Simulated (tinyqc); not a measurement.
Deformation potential from the mobility gain.

Question. Tension X along [100] raises the x valleys by D = Xu (s11 - s12) X against the y and z valleys. Their share is f = w/(w + 2), w = exp(-D/Vt), and for current along [100] mu/mu0 = [f/ml + (1 - f)/mt]/[(1/ml + 2/mt)/3]. Find f, D and Xu.

Parameters, values chosen for the exercise; values close to those of silicon:
```
symbol,value,unit,meaning
T,325,K,temperature
s11,7.79,1/TPa,compliance
s12,-2.15,1/TPa,compliance
ml,0.934,m0,longitudinal mass
mt,0.188,m0,transverse mass
```

Constants: q = 1.602176634e-19 C, kB = 1.380649e-23 J/K, Vt = kB T/q. Results are converted to the units shown.

mu/mu0 = 1.36177066
X = 1900 MPa

Solution. The gain is linear in f; w = 2 f/(1 - f).

f = 9.83e-4
D = 175 meV
Xu = 9.24 eV

Computed by the program tinyqc: `OMP_NUM_THREADS=1 python tinyqc.py 2530141 2530142 out.jsonl`, one thread of a shared Intel Xeon 2.30GHz, about 0.01 s for the whole run.
